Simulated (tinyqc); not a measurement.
Circular transfer-length structure: one step of the calculation.

A disc contact of radius r0 and a very wide ring contact from r1 = r0 + sp outwards lie on a thin layer; the metal has no resistance and the sheet resistance under the contacts equals Rsh.

Question. The large-radius form. Transfer length Lt = sqrt(rc/Rsh). R = (Rsh/2 pi) [(Lt/r0) I0(r0/Lt)/I1(r0/Lt) + ln(r1/r0) + (Lt/r1) K0(r1/Lt)/K1(r1/Lt)] with modified Bessel functions; for r0 >> Lt both ratios tend to 1. Large radius: R = (Rsh/2 pi) [Lt (1/r0 + 1/r1) + ln(r1/r0)], and linearised for sp << r0: Rsh (sp + 2 Lt)/(2 pi r0).

Values chosen for this exercise:
- Rsh = 2500 ohm/sq (sheet resistance of the semiconductor layer)
- rc = 2.3e-8 ohm cm^2 (specific contact resistivity)
- r0 = 0.8 um (radius of the inner contact)
- sp = 0.92 um (gap between the contacts)

Give: large-radius R; linearised R.

Answer.

large-radius R = 326.67 ohm
linearised R = 487.74 ohm

Computed by the program tinyqc: `OMP_NUM_THREADS=1 python tinyqc.py 2760058 2760059 out.jsonl`, one thread of a shared Intel Xeon 2.30GHz, about 0.01 s for the whole run.
